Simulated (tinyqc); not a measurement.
Inside a calculation: Wannier function of the lower band of a two-orbital chain. Values are carried at full precision from step to step, so a last printed digit may differ when a step is redone from the rounded ones.

H(k) = [[-d/2 - 2 ta cos k, -t1 - t2 exp(-ik)], [-t1 - t2 exp(ik), d/2 - 2 tb cos k]], k in 1/a, Bloch sums with exp(ikR) and without the positions inside the cell. Mesh k_j = 2 pi j/N. Projection gauge: each lower eigenvector u is multiplied by the phase that makes <trial|u> real and positive (the one-band case of Loewdin orthogonalisation). Wannier amplitudes w(R) = (1/N) sum_k exp(ikR) u(k); hoppings H(R) = (1/N) sum_k exp(-ikR) E(k).

Inputs chosen for the exercise:

| symbol | value | unit | meaning |
|---|---|---|---|
| d | -0.08 | eV | A at -d/2, B at +d/2 |
| t1 | 2.05 | eV | A-B in the cell |
| t2 | 1.1 | eV | B to A of the next cell |
| ta | 0.09 | eV | A-A between cells |
| tb | 0.06 | eV | B-B between cells |
| N | 8 |  | k points |
| th | 45 | degrees | trial orbital cos(th) A + sin(th) B in cell 0 |
| xb | 0.54 | a | position of B (A at 0) |
| a | 4.4 | angstrom | period |
| kq | 2.15 | 1/a | point off the mesh |

## Bloch states in the projection gauge

Diagonalise at each mesh point and fix the phase.

Mesh:

| j | E lower (eV) | E upper (eV) | u_A | u_B | \|<trial\|u>\| |
|---|---|---|---|---|---|
| 0 | -3.3000 | 3.0000 | 0.70598 | 0.70823 | 1.0000 |
| 1 | -3.0390 | 2.8268 | 0.69846-0.09462i | 0.70303+0.09462i | 0.9910 |
| 2 | -2.3268 | 2.3268 | 0.67949-0.17235i | 0.69202+0.17235i | 0.9698 |
| 3 | -1.3863 | 1.5984 | 0.66546-0.19147i | 0.69559+0.19147i | 0.9624 |
| 4 | -0.8026 | 1.1026 | 0.68063 | 0.73263 | 0.9993 |
| 5 | -1.3863 | 1.5984 | 0.66546+0.19147i | 0.69559-0.19147i | 0.9624 |
| 6 | -2.3268 | 2.3268 | 0.67949+0.17235i | 0.69202-0.17235i | 0.9698 |
| 7 | -3.0390 | 2.8268 | 0.69846+0.09462i | 0.70303-0.09462i | 0.9910 |

The projection is smallest at j = 3 and 5 (0.9624); the gauge is smooth as long as it stays away from zero.

## The Wannier function

w(R) = (1/N) sum_j exp(2 pi i j R/N) u_j, for the N cells nearest the origin; it is real.

Amplitudes:

| R | on A | on B |
|---|---|---|
| -3 | -0.0102 | 0.0031 |
| -2 | 0.0277 | -0.0171 |
| -1 | -0.0847 | 0.0919 |
| 0 | 0.6842 | 0.7028 |
| 1 | 0.1027 | -0.0954 |
| 2 | -0.0208 | 0.0313 |
| 3 | 0.0048 | -0.0119 |
| 4 | 0.0022 | 0.0035 |

norm = 1.0000

Cell 0 holds 96.2 % of the weight.

## Centre and spread in real space

Point-like orbitals at R (A) and R + xb (B): centre <x>, spread <x^2> - <x>^2.

centre in units of a = 0.282
centre in angstrom = 1.240
spread = 2.336 angstrom^2

## The same from overlaps (Marzari-Vanderbilt)

b = 2 pi/N; M_j = u_j^+ diag(1, exp(-i b xb)) u_(j+1), with u_N = u_0. Centre = -(1/2 pi) sum arg M_j; gauge-invariant part Omega_I = (1/(N b^2)) sum (1 - |M_j|^2); gauge-dependent part Omega_D = (1/(N b^2)) sum (arg M_j + b centre)^2.

Overlaps:

| j | \|M_j\| | arg M_j (rad) |
|---|---|---|
| 0 | 0.9970 | -0.2129 |
| 1 | 0.9950 | -0.2150 |
| 2 | 0.9831 | -0.2211 |
| 3 | 0.8843 | -0.2366 |
| 4 | 0.8843 | -0.2366 |
| 5 | 0.9831 | -0.2211 |
| 6 | 0.9950 | -0.2150 |
| 7 | 0.9970 | -0.2129 |

centre from overlaps = 0.282 a
Omega_I = 0.1085 a^2
Omega_D = 0.0001 a^2

The centre is the Berry phase over 2 pi and does not depend on the trial orbital (modulo a). Omega_D is 0.1 % of the total; in one dimension a gauge that spreads the phase evenly removes it. The total is 0.1086 a^2, against 0.1233 a^2 (centre 0.282 a) in real space on 96 cells.

## Hoppings and interpolation

H(R) = (1/N) sum_j E_j cos(2 pi j R/N) for R = 0 to N/2. Interpolation: E(k) = H(0) + 2 sum H(R) cos(kR), the term R = N/2 of an even mesh counted once.

H(0), H(1), ... (eV): -2.2008  -0.6043  0.0689  -0.0200  0.0118

interpolated E(kq) = -1.6420 eV

The exact value is -1.6346 eV; the interpolation is off by -7.4 meV. Though the chain has short hoppings, the single band has longer ones, made by paths through the other orbital, which the tails of the Wannier function carry.

## Checks

- Centre from overlaps against the real-space centre on 200 points: both 0.2818.
- Omega_I + Omega_D against the real-space spread on 200 points: both 0.123.

Program tinyqc; command `OMP_NUM_THREADS=1 python tinyqc.py 1451199 1451200 out.jsonl`; about 0.2 s on one thread of a shared Intel(R) Xeon(R) Processor @ 2.30GHz.
